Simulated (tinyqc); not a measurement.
From results back to parameters: electrons shared among three sets of ellipsoidal valleys.

Problem. An ellipsoidal valley with ml > mt has m_d = (ml mt^2)^(1/3) and 1/m_c = (1/ml + 2/mt)/3.

m_d = 0.220577 m0
m_c = 0.110193 m0

Find: K = ml/mt; ml; mt.

Solution. m_d/m_c = K^(1/3) (2 + 1/K)/3 rises steadily for K > 1, so it fixes K; then mt = m_d/K^(1/3) and ml = K mt.

K = ml/mt = 25.54
ml = 1.913 m0
mt = 0.0749 m0

Run: tinyqc, `OMP_NUM_THREADS=1 python tinyqc.py 1681045 1681046 out.jsonl`; Intel(R) Xeon(R) Processor @ 2.30GHz, one thread, shared host; about 0.02 s of CPU time with all checks.
